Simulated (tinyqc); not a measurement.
Channel resistance from two points of the on-state curve.

Question. In the p-i-n model Von = V1 + 2 Vt ln(J/(1 A/cm^2)) + J Rch, with V1 independent of J. Find Rch and V1.

Parameters, values chosen for the exercise: temperature T = 350 K.

Constants: q = 1.602176634e-19 C, kB = 1.380649e-23 J/K, Vt = kB T/q. Results are converted to the units shown.

Von at J = 50 and 150 A/cm^2 (V): 1.0128296  1.1420994

Answer. Remove the logarithmic junction term; the rest is linear in J.

Rch = 0.630 mohm cm^2
V1 = 0.745 V

Program tinyqc, `OMP_NUM_THREADS=1 python tinyqc.py 2590132 2590133 out.jsonl`; Intel Xeon 2.30GHz, shared host, one thread, about 0.01 s.
